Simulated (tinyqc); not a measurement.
MOS capacitor on a p-type substrate, surface potential from the exact charge relation: two steps of the calculation.

Uniform p-type substrate, Boltzmann statistics, full ionisation, classical densities. psi is the surface potential against the body (positive when the bands bend down) and u = psi/Vt. Traps are spread evenly over the gap and neutral at flat band, so their charge is -q Dit psi; the minority quasi-Fermi level is shifted by Vb.

Parameters, values chosen for the exercise; band and dielectric values close to those of In0.53Ga0.47As:
```
symbol    value         unit                                                                 meaning
T           293            K                                                             temperature
Eg        0.732           eV                                                                band gap
eps_r      14.1                                                                relative permittivity
Nc         2e17        cm^-3                                  conduction-band density of states at T
Nv      7.36e18        cm^-3                                     valence-band density of states at T
chi        4.54           eV                                                       electron affinity
N        3.4e17        cm^-3                                       acceptor density of the substrate
eox         3.9               relative permittivity of the gate insulator (close to silicon dioxide)
tox         9.7           nm                                                     insulator thickness
phiM       5.14           eV                                                      gate work function
Nf       4.9e10        cm^-2                            fixed charge at the interface, in units of q
Dit           0  cm^-2 eV^-1                                              density of interface traps
Vb            0            V                    reverse bias of the inversion layer against the body
Vg         2.24            V                                           gate voltage against the body
```

Constants: q = 1.602176634e-19 C, kB = 1.380649e-23 J/K, Vt = kB T/q, eps0 = 8.8541878128e-14 F/cm where lengths are in cm. Results are converted to the units shown.

Question 1. Flat band, threshold and scales. ni = sqrt(Nc Nv) exp(-Eg/(2 Vt)), Eg in volts; phiF = Vt ln(N/ni); Cox = eps0 eox/tox; Vfb = phiM - chi - (Eg - Vt ln(Nv/N)) - q Nf/Cox; Q0 = sqrt(2 eps0 eps_r q N Vt); r = (ni/N)^2 exp(-Vb/Vt); VT = Vfb + [(2 phiF + Vb)(1 + q Dit/Cox) + sqrt(2 eps0 eps_r q N (2 phiF + Vb))/Cox].

Give: ni; phiF; Cox; Vfb; Q0; r; VT.

Answer 1.

ni = 6.1451e11 cm^-3
phiF = 0.33388 V
Cox = 0.35599 uF/cm^2
Vfb = -0.076416 V
Q0 = 58.602 nC/cm^2
r = 3.2667e-12
VT = 1.4379 V

Question 2. Newton step for the surface potential. u = psi/Vt; F^2 = exp(-u) + u - 1 + r (exp(u) - u - 1); Qs = -sign(u) Q0 F; Cs = -dQs/dpsi = (Q0/Vt) |1 - exp(-u) + r (exp(u) - 1)|/(2 F). f = Vfb + psi + (q Dit psi - Qs)/Cox - Vg, f' = 1 + (Cs + q Dit)/Cox, psi(new) = psi - f/f'.

psi after iteration 1 = 2.2659186 V
Cox = 0.35599312 uF/cm^2
Vfb = -0.076416132 V
Q0 = 58.602188 nC/cm^2
r = 3.2666666e-12

Wanted: u; F; Qs; Cs; f; f'; psi after iteration 2.

Answer 2.

u = 89.74
F = 5.554e13
Qs = -3.255e15 nC/cm^2
Cs = 6.446e13 uF/cm^2
f = 9.144e12 V
f' = 1.811e14
psi after iteration 2 = 2.215 V

This iterate lies far beyond the solution, so its charge is not a physical one.

Program tinyqc, `OMP_NUM_THREADS=1 python tinyqc.py 2060022 2060023 out.jsonl`; Intel Xeon 2.30GHz, shared host, one thread, about 0.01 s.
